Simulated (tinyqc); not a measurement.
Dopants and charged point defects at anneal temperature: Fermi-level effect, clustering and pairing: one step, computed by the program tinyqc. Command: `OMP_NUM_THREADS=1 python tinyqc.py 3023952 3023953 out.jsonl pairing walk`. One thread of a shared host (Intel(R) Xeon(R) Processor @ 2.30GHz), about 0.03 s of CPU time with the checks.

Boltzmann statistics and full ionisation of active dopants. Energies are counted from the valence band; the defect (a vacancy or self-interstitial) has five charge states, with all degeneracy factors one.

Problem. The host at the anneal temperature. E_g = E_g0 - alpha T^2/(T + beta). N_c = 2 M_c (2 pi m_e k_B T/h^2)^(3/2) and N_v = 2 (2 pi m_h k_B T/h^2)^(3/2), masses in units of m_0. n_i = sqrt(N_c N_v) exp(-E_g/2 k_B T); E_i = E_g/2 + (k_B T/2) ln(N_v/N_c).

Inputs (values chosen for the exercise, with bands modelled on silicon): gap at 0 K E_g0 = 1.18 eV; Varshni alpha = 0.000487 eV/K; Varshni beta = 639 K; electron mass m_e = 0.321 m_0; valleys M_c = 6; hole mass m_h = 0.825 m_0; anneal temperature T = 970 K.

Dopant: acceptor. Second part: clustering of the dopant.

Constants: m_0 = 9.1093837015e-31 kg; k_B = 1.380649e-23 J/K; h = 6.62607015e-34 J s; k_B = 8.617333262e-05 eV/K.

Give: E_g; k_B T; n_i; E_i; effective density of states N_b of the majority band.

Solution.

E_g = 0.8952 eV

k_B T = 0.08359 eV

n_i = 6.233e+17 cm^-3

E_i = 0.4319 eV

effective density of states N_b of the majority band = 1.093e+20 cm^-3
